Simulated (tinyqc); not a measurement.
Worked calculation: Gamma, L and X subbands of a thin body with non-parabolic valleys. Values are carried at full precision from step to step, so a last printed digit may differ when a step is redone from the rounded ones.

Hard walls, flat band, c = hbar^2/2m0, energies from the bulk Gamma edge. For a valley at angle theta to the normal 1/m_z = cos^2/ml + sin^2/mt and m_d = sqrt(ml mt^2/m_z). Subband n starts at E_v + e with e (1 + a e) = c (n pi/t)^2/m_z, and its density-of-states mass is taken as m_d (1 + 2 a e), without further growth at higher in-plane energy. Groups are named by valley and degeneracy.

Constants: hbar^2/2m0 = 3.80998211 eV angstrom^2; kB = 8.617333262e-05 eV/K.

Values chosen for the exercise (near those of a thin GaAs channel; not measured data): face = 100 (surface); mG = 0.066 m0 (Gamma mass); aG = 0.58 1/eV (Gamma non-parabolicity); EL = 0.309 eV (L edge above Gamma); mL = (1.895, 0.073) m0 (L valleys (four, along <111>): ml, mt); EX = 0.479 eV (X edge above Gamma); mX = (1.335, 0.225) m0 (X valleys (three, along <100>): ml, mt); aS = 0.57 1/eV (non-parabolicity of L and X); t = 64 angstrom (body thickness); Ns = 2.3 x 1e12/cm^2 (sheet density); T = 300 K (temperature); eot = 12 angstrom (equivalent oxide thickness).

## Valley groups

List degeneracy, edge, m_z, m_d and a.

Groups:
```
group,g,E_v (eV),m_z,m_d,a (1/eV)
G1,1,0.000,0.0660,0.0660,0.58
L4,4,0.309,0.1074,0.3066,0.57
X1,1,0.479,1.3350,0.2250,0.57
X2,2,0.479,0.2250,0.5481,0.57
```

## Subband edges

n = 1 to 8 for each group; list the ten lowest.

Subbands:
```
subband,g,E (eV),DOS mass
G1 n=1,1,0.1294,0.0759
L4 n=1,4,0.3907,0.3351
G1 n=2,1,0.4427,0.0999
X1 n=1,1,0.4858,0.2268
X1 n=2,1,0.5061,0.2319
X2 n=1,2,0.5189,0.5730
X1 n=3,1,0.5388,0.2404
X1 n=4,1,0.5829,0.2516
L4 n=2,4,0.6019,0.4090
X2 n=2,2,0.6293,0.6420
```

The lowest subband is G1 n=1, 261 meV below L4 n=1; in the bulk the lowest valley is Gamma.

## Filling and quantum capacitance

n_i = g m/(2 pi c) kB T ln(1 + exp((EF - E_i)/kB T)), sum n_i = Ns (1e12/cm^2 = 1e-4/angstrom^2), c = hbar^2/2m0. Quantum capacitance Cq = 1602.176634 sum g m/(2 pi c) f_i in microfarad/cm^2 with f_i = 1/(1 + exp((E_i - EF)/kB T)); Cox = 34.5313/eot (one gate); C/Cox = Cq/(Cq + Cox), the centroid term left out.

Over the ten listed subbands, named by valley (G, L, X), degeneracy and number.

EF = 0.2000 eV

n_i in the order of the list (1e12/cm^2): 2.291  0.009  0.000  0.000  0.000  0.000  0.000  0.000  0.000  0.000

Cq = 4.83 microfarad/cm^2
Cox = 2.878 microfarad/cm^2
C/Cox = 0.627

EF lies 71 meV above the lowest edge; Gamma holds 100 % of the electrons. The low density of states costs 37 % of the gate capacitance.

## Checks

- Cq against the slope dNs/dEF by finite differences, microfarad/cm^2: both 4.83.

Run: tinyqc, `OMP_NUM_THREADS=1 python tinyqc.py 1250474 1250475 out.jsonl`; Intel(R) Xeon(R) Processor @ 2.30GHz, one thread, shared host; about 0.03 s of CPU time with all checks.
